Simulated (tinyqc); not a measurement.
A stack of flat layers between unequal leads with mass mismatch, transfer matrices: one step of the calculation.

One electron of energy E comes from the left lead (band edge 0); no transverse momentum. Parabolic bands, masses in units of m0, C = hbar^2/(2 m0); psi and psi'/m are continuous at every interface. The layers follow each other from left to right, then the right lead.

Task. Product of the matrices. The matrix of the later layer stands to the left: M = M_n ... M_2 M_1; det M = 1.

M of layer 1:
```
            1            2
1  0.75095191  0.040282751
2  -10.825259   0.75095191
```

M of layer 2:
```
            1            2
1  0.46902092  0.049355352
2  -15.804150   0.46902092
```

Give: M.

Result.

M:
```
         1        2
1  -0.1821  0.05596
2   -16.95  -0.2844
```

Range of the model: Masses are held fixed, although real bands cease to be parabolic a few tenths of an eV from their edges (inside a barrier too).

Computed by the program tinyqc: `OMP_NUM_THREADS=1 python tinyqc.py 2560025 2560026 out.jsonl`, one thread of a shared Intel Xeon 2.30GHz, about 0.01 s for the whole run.
